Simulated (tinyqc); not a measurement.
# Thermophotovoltaic cell, detailed-balance limit: what changes with what

Every photon above the gap Eg makes one pair and none below is absorbed; carriers thermalise at T and move without loss. Jsc = q F Phi(Eg, Ts); the dark current is J0 = q ge Phi(Eg, T)/ERE with the Boltzmann factor exp(V/Vt). Photons below the gap return to the emitter with reflectance Rf, and the efficiency is the electrical power over the radiant power not returned (luminescence back to the emitter is not credited).

Parameters, values chosen for the exercise:
```
symbol,value,unit,meaning
T,320,K,cell temperature
Ts,1400,K,emitter temperature
F,0.59,,share of the hemisphere filled by the emitter
Rf,0.8,,reflectance for photons below the gap
ERE,1,,external radiative efficiency
ge,1,,number of faces that emit
Eg,1.3,eV,band gap
```

Constants: q = 1.602176634e-19 C, kB = 1.380649e-23 J/K, h = 6.62607015e-34 J s, c = 299792458 m/s, Vt = kB T/q. Results are converted to the units shown.

Each table varies one quantity; the others keep the values above.

## Effect of the emitter temperature

Photon flux above E from a black body at temperature T into a hemisphere: Phi(E, T) = A sum_k exp(-k E/th)[E^2 th/k + 2 E th^2/k^2 + 2 th^3/k^3], k = 1, 2, ..., with th = kB T/q in eV and A = 2 pi q^3/(h^3 c^2). J(V) = Jsc - J0 (exp(V/Vt) - 1); Voc = Vt ln(1 + Jsc/J0); at maximum power v = Vmp/Vt solves (1 + v) exp(v) = 1 + Jsc/J0. Pin = F sigma Ts^4, sigma = 2 pi^5 kB^4/(15 h^3 c^2). Power above the gap: Pg = F A q sum_k exp(-k Eg/th)[Eg^3 a + 3 Eg^2 a^2 + 6 Eg a^3 + 6 a^4], a = th/k at Ts; power not returned Pab = Pin - Rf (Pin - Pg). FF = Vmp Jmp/(Voc Jsc).

Effect of the emitter temperature:

| Ts (K) | Jsc (mA/cm^2) | Voc (V) | Eg/q - Voc (V) | FF | efficiency (%) |
|---|---|---|---|---|---|
| 1000 | 0.4359 | 0.9033 | 0.3967 | 0.8663 | 0.05095 |
| 1200 | 6.637 | 0.9784 | 0.3216 | 0.8741 | 0.4069 |
| 1400 | 47.89 | 1.033 | 0.2671 | 0.8792 | 1.656 |
| 1600 | 216.1 | 1.074 | 0.2255 | 0.8828 | 4.418 |
| 1800 | 711.2 | 1.107 | 0.1927 | 0.8855 | 8.858 |
| 2000 | 1875 | 1.134 | 0.1659 | 0.8876 | 14.54 |
| 2200 | 4203 | 1.156 | 0.1437 | 0.8892 | 20.71 |
| 2400 | 8332 | 1.175 | 0.1248 | 0.8906 | 26.70 |

As Ts goes from 1000 to 2400 K, Jsc rises from 0.436 to 8330 mA/cm^2, Voc rises from 0.903 to 1.18 V and the efficiency rises from 0.0510 to 26.7 %. For Ts = 2200 to 2400 K Voc lies within 6 Vt of the gap, where the Boltzmann form of the emission begins to fail.

## Effect of the share of the hemisphere filled by the emitter

Same model as above.

FF = Vmp Jmp/(Voc Jsc).

Effect of the share of the hemisphere filled by the emitter:

| F | Jsc (mA/cm^2) | Voc (V) | Eg/q - Voc (V) | FF | efficiency (%) |
|---|---|---|---|---|---|
| 0.1 | 8.117 | 0.9840 | 0.3160 | 0.8747 | 1.570 |
| 0.25 | 20.29 | 1.009 | 0.2907 | 0.8771 | 1.615 |
| 0.4 | 32.47 | 1.022 | 0.2778 | 0.8783 | 1.638 |
| 0.55 | 44.65 | 1.031 | 0.2690 | 0.8791 | 1.653 |
| 0.7 | 56.82 | 1.038 | 0.2624 | 0.8796 | 1.665 |
| 0.85 | 69.00 | 1.043 | 0.2570 | 0.8801 | 1.674 |
| 1 | 81.17 | 1.047 | 0.2525 | 0.8805 | 1.682 |

As F goes from 0.1 to 1, Jsc rises from 8.12 to 81.2 mA/cm^2, Voc rises from 0.984 to 1.05 V and the efficiency rises from 1.57 to 1.68 %.

tinyqc, about 0.01 s, one thread, Intel Xeon 2.30GHz (shared host): `OMP_NUM_THREADS=1 python tinyqc.py 2820110 2820111 out.jsonl`
